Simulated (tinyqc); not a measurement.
## Ideality, saturation current and resistance from three points

Problem. Well above the saturation current a diode obeys V = n Vt ln(I/I0) + I Rs. Find n, Rs and I0.

Values chosen for this exercise:
- T = 300 K (temperature)

Constants: q = 1.602176634e-19 C, kB = 1.380649e-23 J/K, Vt = kB T/q. Results are converted to the units shown.

currents (A): 4e-6  0.0003  0.01
voltages (V): 0.19779176  0.32983751  0.62627374

Solution. V is linear in the three unknowns n Vt, Rs and -n Vt ln I0, so three points give a linear system.

n = 1.13
Rs = 20.0 ohm
I0 = 4.60e-9 A

Numbers from tinyqc (`OMP_NUM_THREADS=1 python tinyqc.py 2260057 2260058 out.jsonl`; about 0.01 s on one thread of a shared Intel Xeon 2.30GHz).
